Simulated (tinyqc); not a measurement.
Hydrogenic impurity: series, fields, screening, photoionisation and donor-acceptor pairs: one step, computed by the program tinyqc.

One isotropic, parabolic band. Effective units: Ry* and a*, in which H = -nabla^2 - 2/r.

Task: Overlap of donors. Wigner-Seitz radius r_s = (3/(4 pi N))^(1/3); Mott criterion N_c^(1/3) a* = 0.26; overlap of two 1s orbitals at distance d: S = exp(-x)(1 + x + x^2/3), x = d/a*, with d = N^(-1/3).

Inputs (values chosen for the exercise, modelled on InAs): donor density N = 6e+13 cm^-3.

Parts treated: magnetic field and photoionisation.

a* = 292.2322 angstrom

Give: r_s; Mott density; N over the Mott density; overlap S.

Result:

r_s = 1584.6 angstrom

Mott density = 7.0426e+14 cm^-3

N over the Mott density = 0.085195

overlap S = 0.0056303

The sample is on the insulating side, with isolated donors.
